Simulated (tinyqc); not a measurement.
Global model of a low-pressure process discharge: electron temperature, density, ion flux and ion energy: one step, computed by the program tinyqc.

Maxwellian electrons with temperature T_e in eV, one positive ion, no negative ions, uniform bulk density n; rate constants have the Arrhenius form.

Problem. Biased electrode. All bias power goes to ions: V_b = P_b/(J pi r^2). Debye length at the sheath edge lambda_D = sqrt(eps_0 T_e/(e h_L n)); Child-law sheath s = (sqrt2/3) lambda_D (2 V/T_e)^(3/4), V = V_b + V_s; ion transit time tau_i = 3 s sqrt(M/(2 e V)); collisions in the sheath s/lambda_i.

Inputs (values chosen for the exercise, of the order of those of an inductive discharge in a simple atomic gas): ion mass M = 35.5 u; gas temperature T_g = 300 K; radius R = 12 cm; height L = 16 cm; bias power P_b = 33 W; radius of the biased electrode = 7.5 cm; bias frequency = 13.56 MHz.

ion current density J = 4.086601 mA/cm^2

T_e = 1.447111 eV

h_L = 0.06264236

plasma density n = 2.053129e+12 1/cm^3

wall potential V_s = 6.685530 V

ion mean free path = 0.04313180 cm

Constants: eps_0 = 8.8541878128e-12 F/m; e = 1.602176634e-19 C; u = 1.6605390666e-27 kg.

Give: bias voltage V_b; lambda_D; sheath width s; ion transit time; transit time over bias period; s/lambda_i.

Solution.

bias voltage V_b = 45.70 V

lambda_D = 24.94 micrometre

sheath width s = 0.2917 mm

ion transit time = 51.87 ns

transit time over bias period = 0.7033

s/lambda_i = 0.6764

Caution: at so short an ion path the formulas for h_L and h_R give way to the ambipolar-diffusion limit.
